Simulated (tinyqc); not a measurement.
Schottky barrier on an n-type semiconductor, non-linear Poisson equation by Newton steps: two steps of the calculation.

One dimension, metal at x = 0, donor density C(x) = Nd, uniform. Energies are counted from the electron Fermi level of the semiconductor and the conduction-band edge is Ec = -psi, so n = Nc exp(psi/Vt); holes follow the Fermi level of the metal, at -V, so p = Nv exp((V - psi - Eg)/Vt). Ends: psi(0) = V - phiB and psi = Vt ln(Nd/Nc) deep inside. Boltzmann statistics, full ionisation, no current, no image force in the Poisson equation.

Values chosen for this exercise; band and dielectric values those of a made-up semiconductor: temperature T = 325 K; band gap Eg = 2.18 eV; relative permittivity eps_r = 12.4; conduction-band density of states at T Nc = 2.24e19 cm^-3; valence-band density of states at T Nv = 1.73e19 cm^-3; donor density deep in the semiconductor Nd = 4.2e15 cm^-3; barrier height phiB = 1.47 eV; bias of the metal against the semiconductor V = 0 V.

Constants: q = 1.602176634e-19 C, kB = 1.380649e-23 J/K, Vt = kB T/q, eps0 = 8.8541878128e-14 F/cm where lengths are in cm. Results are converted to the units shown.

Problem 1. Densities, residual and Jacobian diagonal. n_i = Nc exp(psi_i/Vt), p_i = Nv exp((V - psi_i - Eg)/Vt), rho_i = p_i - n_i + C_i, g_i = (n_i + p_i)/Vt. Box widths w_i = (h_(i-1) + h_i)/2 in cm. Residual F_i = a_i (psi_(i+1) - psi_i) - a_(i-1) (psi_i - psi_(i-1)) + q rho_i w_i; Jacobian: a_(i-1) and a_i beside the diagonal, b_i = -a_(i-1) - a_i - q g_i w_i on it. The two end nodes are fixed.

| node | x (nm) | psi at the start (V) | donor density C (cm^-3) |
|---|---|---|---|
| 0 | 0 | -1.4700000 | 4.2e15 |
| 1 | 32 | -1.3489009 | 4.2e15 |
| 2 | 70.2 | -1.2125566 | 4.2e15 |
| 3 | 116 | -1.0608761 | 4.2e15 |
| 4 | 170 | -0.8985539 | 4.2e15 |
| 5 | 235 | -0.7268700 | 4.2e15 |
| 6 | 313 | -0.5550307 | 4.2e15 |
| 7 | 405 | -0.4002772 | 4.2e15 |
| 8 | 516 | -0.2826161 | 4.2e15 |
| 9 | 648 | -0.2403428 | 4.2e15 |
| 10 | 806 | -0.2403428 | 4.2e15 |
| 11 | 994 | -0.2403428 | 4.2e15 |
| 12 | 1220 | -0.2403428 | 4.2e15 |
| 13 | 1490 | -0.2403428 | 4.2e15 |

| interval | coupling a_i (F/cm^2) |
|---|---|
| 0 | 3.4309978e-7 |
| 1 | 2.8741343e-7 |
| 2 | 2.3972037e-7 |
| 3 | 2.0331839e-7 |
| 4 | 1.6891066e-7 |
| 5 | 1.4075888e-7 |
| 6 | 1.1933905e-7 |
| 7 | 9.8911648e-8 |
| 8 | 8.3175704e-8 |
| 9 | 6.9488563e-8 |
| 10 | 5.8399962e-8 |
| 11 | 4.8580500e-8 |
| 12 | 4.0663677e-8 |

Wanted: n; p; residual F; diagonal b.

Solution 1.

| node | n (cm^-3) | p (cm^-3) |
|---|---|---|
| 0 | 3.589e-4 | 1.691e8 |
| 1 | 0.02709 | 2.240e6 |
| 2 | 3.525 | 1.721e4 |
| 3 | 792.9 | 76.52 |
| 4 | 2.608e5 | 0.2326 |
| 5 | 1.199e8 | 5.062e-4 |
| 6 | 5.538e10 | 1.096e-6 |
| 7 | 1.390e13 | 4.364e-9 |
| 8 | 9.284e14 | 6.536e-11 |
| 9 | 4.200e15 | 1.445e-11 |
| 10 | 4.200e15 | 1.445e-11 |
| 11 | 4.200e15 | 1.445e-11 |
| 12 | 4.200e15 | 1.445e-11 |
| 13 | 4.200e15 | 1.445e-11 |

| node | residual F (1e-9 C/cm^2) | diagonal b (F/cm^2) |
|---|---|---|
| 1 | 0.000 | -6.305e-7 |
| 2 | 0.000 | -5.271e-7 |
| 3 | 0.000 | -4.430e-7 |
| 4 | 0.000 | -3.722e-7 |
| 5 | 0.000 | -3.097e-7 |
| 6 | 0.000 | -2.601e-7 |
| 7 | -0.023 | -2.191e-7 |
| 8 | -1.753 | -2.466e-7 |
| 9 | -3.516 | -5.011e-7 |
| 10 | 0.000 | -5.436e-7 |
| 11 | 0.000 | -6.043e-7 |
| 12 | 0.000 | -6.851e-7 |

Problem 2. Check against the first integral. First integral for uniform doping: E_0^2 = (2 q/(eps0 eps_r)) [Nd (U - Vt + Vt exp(-U/Vt)) + Vt p_0], U = Vbi - V, Vbi = phiB - Vt ln(Nc/Nd), p_0 = Nv exp((phiB - Eg)/Vt) (deep holes neglected). Image-force lowering dphi = sqrt(q E_0/(4 pi eps0 eps_r)), at x_m = sqrt(q/(16 pi eps0 eps_r E_0)). Depletion approximation: E = sqrt(2 q Nd U/(eps0 eps_r)).

Find: E_0; dphi; x_m; field in the depletion approximation.

Solution 2.

E_0 = 38.379 kV/cm
dphi = 21.111 mV
x_m = 2.7503 nm
field in the depletion approximation = 38.824 kV/cm

Numbers from tinyqc (`OMP_NUM_THREADS=1 python tinyqc.py 2020144 2020145 out.jsonl`; about 0.06 s on one thread of a shared Intel Xeon 2.30GHz).
